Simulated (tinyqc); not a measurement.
Comparisons within one model: nanosheet or nanowire with hard walls, valleys of the Si type. A value that a table varies takes the place of the one given here.

Six ellipsoidal valleys along the cube axes: inverse mass tensor w = 1/mt + (1/ml - 1/mt) a a^T with a the unit axis. Device axes: x along the channel, z = [001], y = z x x.

Hard walls around a W x H rectangle. The block w_c of w in (y, z) confines; the transport mass follows from 1/m_x = w_xx - w_xc w_c^-1 w_cx. The cross-section problem c (w_yy ky^2 + 2 w_yz ky kz + w_zz kz^2), c = hbar^2/2m0, is solved in products sin(n pi y/W) sin(l pi z/H), n, l = 1 to 12; if w_yz = 0 the levels are c pi^2 (w_yy n^2/W^2 + w_zz l^2/H^2). The w_yz term couples (n, l) to (n', l') by -2 c w_yz D_nn'(W) D_ll'(H) with D_nm(L) = 4 n m/(L (n^2 - m^2)) for n + m odd and 0 otherwise.

Without degeneracy the line density is N1 exp((EF - Ec)/kB T) with N1 = sum 2 g sqrt(m_x kB T/(4 pi c)) exp(-E/kB T), here over n, l up to 80 where w_yz = 0 and over all levels of a 12 x 12 sine basis otherwise; the classical value is W H Nc with Nc = 2 g_all (m_dos kB T/(4 pi c))^(3/2), m_dos = (ml mt^2)^(1/3); dVt = kB T ln(W H Nc/N1).

Constants: hbar^2/2m0 = 3.80998211 eV angstrom^2; kB = 8.617333262e-05 eV/K.

Parameters, chosen for this exercise (near those of Si; the results hold for these values, not for the real material):
```
symbol   value                            unit      meaning
ml       0.924                            m0        longitudinal mass
mt       0.188                            m0        transverse mass
T        350                              K         temperature
g_all    6                                          number of valleys
channel  100                                        transport direction x on a (001) wafer
H        32                               angstrom  height, along z = [001]
Ws       (30, 40, 60, 90, 140, 220, 350)  angstrom  widths
W        100                              angstrom  width, along y
```

## From wire to sheet

Valleys:
```
group  valleys g     w_yy     w_zz   |w_yz|  m_x (m0)
A              2  5.31915  1.08225  0.00000   0.18800
B              2  1.08225  5.31915  0.00000   0.18800
C              2  5.31915  5.31915  0.00000   0.92400
```

Lowest level of each group (groups ordered by w_zz, then w_yy) and dVt against the width.

Results:
```
W (angstrom)  A1 (eV)  B1 (eV)  C1 (eV)  dVt (mV)
30             0.2620   0.2405   0.4176     219.5
40             0.1648   0.2208   0.3203     159.5
60             0.0953   0.2066   0.2509     105.7
90             0.0644   0.2004   0.2200      85.1
140            0.0499   0.1974   0.2055      75.7
220            0.0439   0.1962   0.1995      70.8
350            0.0414   0.1957   0.1970      68.0
```

dVt falls from 220 to 68 mV. The lowest group changes from B to A between W = 30 and 40 angstrom (H = 32). At the widest W the lowest level is 0.0414 eV; the film limit c pi^2 w_zz/H^2 of that group is 0.0397 eV.

## Channel direction

The same rectangle along [100] and [110]; groups ordered by w_zz, then w_yy.

Lowest level of each group:
```
channel, group  valleys g   w_yy   w_zz  |w_yz|  m_x (m0)  E (eV)
[100] A                 2  5.319  1.082   0.000     0.188  0.0597
[100] B                 2  1.082  5.319   0.000     0.188  0.1994
[100] C                 2  5.319  5.319   0.000     0.924  0.2153
[110] A                 2  5.319  1.082   0.000     0.188  0.0597
[110] B                 4  3.201  5.319   0.000     0.556  0.2074
```

The lowest subband has m_x = 0.188 m0 and 2 valleys along [100], and 0.188 m0 and 2 valleys along [110]; its edge lies at 0.0597 and 0.0597 eV. These valleys have their axis along z, so turning the channel in the wafer plane leaves them alone; only the higher groups change.

## What each parameter does

E1 and E2 are the two lowest subband edges over all groups. Each row changes one parameter from the base and keeps the others.

Results:
```
case              E1 (eV)  E2 - E1 (meV)  m_x of lowest (m0)  dVt (mV)
base               0.0597           60.0               0.188      82.1
W = 115 angstrom   0.0549           45.4               0.188      79.0
H = 40 angstrom    0.0454           60.0               0.188      68.6
T = 320 K          0.0597           60.0               0.188      78.8
ml = 1.016 m0      0.0561           60.0               0.188      79.8
mt = 0.169 m0      0.0620           66.8               0.169      84.0
```

The largest shifts from the base row, up to three for each result and ties (the steps differ in size, so this ranks the rows, not the parameters). E1 (eV): H -0.0143, W -0.0049, ml -0.0036; unchanged at the printed digits by T. E2 - E1 (meV): W -14.6, mt +6.7; unchanged at the printed digits by H, T and ml. m_x of lowest (m0): mt -0.019; unchanged at the printed digits by W, H, T and ml. dVt (mV): H -13.6, T -3.3, W -3.1.

(tinyqc, `OMP_NUM_THREADS=1 python tinyqc.py 1281289 1281290 out.jsonl`, Intel(R) Xeon(R) Processor @ 2.30GHz, 1 thread, shared host, about 0.03 s.)
